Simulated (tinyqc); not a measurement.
Ewald sum of point charges, zinc blende lattice, step by step. Computed by tinyqc, a small Python program that keeps every step. Command: `OMP_NUM_THREADS=1 python tinyqc.py 22218 22219 out.jsonl` (the two numbers bound the seeds that draw the settings). One thread of a shared host (Intel(R) Xeon(R) Processor @ 2.60GHz), about 0.03 s of CPU time with the checks.

## Ewald sum with eta = 0.32 1/bohr

cell vectors (rows) (bohr):
```
[[0.000000, 5.965000, 5.965000],
 [5.965000, 0.000000, 5.965000],
 [5.965000, 5.965000, 0.000000]]
```

Charges:
```
q                f1        f2        f3
1.000000   0.000000  0.000000  0.000000
-1.000000  0.250000  0.250000  0.250000
```

Real space: 1/2 sum q_i q_j erfc(eta r)/r over all images with r > 0; reciprocal space: (2 pi/V) sum_(G != 0) exp(-G^2/4 eta^2)/G^2 |S(G)|^2 with S(G) = sum q exp(i G.r); self term -eta/sqrt(pi) sum q^2; background -pi Q^2/(2 V eta^2), Q the total charge.

Real-space shells (first ones):
```
r (bohr)   pairs  sum (hartree)
5.165842       8      -0.015020
8.435784      24       0.000192
9.891833      24      -0.000009
11.930000     12       3.37e-08
13.000416     24      -3.71e-09
14.611206     48       6.22e-11
15.497525     32              0
16.871568     24              0
17.644708     48              0
```

Reciprocal shells (first ones that count):
```
G^2 (1/bohr^2)  vectors  sum (hartree)
0.832147              8       0.037318
1.109529              6       0.021329
3.051206             24       0.000135
3.328588              8       0.000042
5.270265             24       3.48e-07
5.547647             24       3.36e-07
7.489324             32       1.45e-09
```

## The total does not depend on eta

The same sums for other eta.

Totals (hartree per cell):
```
eta            real  reciprocal       self  background        total
0.320000  -0.014838    0.058825  -0.361081    0.000000  -0.31709355
0.453000  -0.000724    0.194786  -0.511156    0.000000  -0.31709355
0.529000  -0.000086    0.279905  -0.596913    0.000000  -0.31709355
```

shortest distance = 5.165842 bohr

Madelung constant -E d / (formula units |q+ q-|) = 1.638055
